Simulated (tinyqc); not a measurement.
Metal gate on a two-layer dielectric stack with fixed charge and a dipole: one step of the calculation.

Gate, layer 2, layer 1, p-type semiconductor; x runs from the gate inwards. Charges are counted in units of +q. psi is the band bending at the surface, positive towards inversion. Classical charge, Boltzmann statistics, no interface traps.

Question. Threshold voltage. ni = sqrt(Nc Nv) exp(-Eg/(2 Vt)), Eg in volts, pB = Vt ln(Na/ni), Vth = Vfb + 2 pB + sqrt(4 q eps0 eps_r Na pB)/Cox.

Values chosen for this exercise; band and dielectric values close to those of silicon, layer 1 close to silicon dioxide, layer 2 close to hafnium oxide: temperature T = 300 K; band gap Eg = 1.13 eV; relative permittivity eps_r = 11.9; conduction-band density of states at T Nc = 2.82e19 cm^-3; valence-band density of states at T Nv = 2.65e19 cm^-3; acceptor density Na = 1.2e18 cm^-3.

Constants: q = 1.602176634e-19 C, kB = 1.380649e-23 J/K, Vt = kB T/q, eps0 = 8.8541878128e-14 F/cm where lengths are in cm. Results are converted to the units shown.

Vfb = -1.3395085 V
Cox = 2.4194814 uF/cm^2

Wanted: ni; pB; depletion charge; Vth.

Answer.

ni = 8.8138e9 cm^-3
pB = 0.48419 V
depletion charge = 0.62637 uC/cm^2
Vth = -0.11224 V

Program tinyqc, `OMP_NUM_THREADS=1 python tinyqc.py 2010030 2010031 out.jsonl`; Intel Xeon 2.30GHz, shared host, one thread, about 0.01 s.
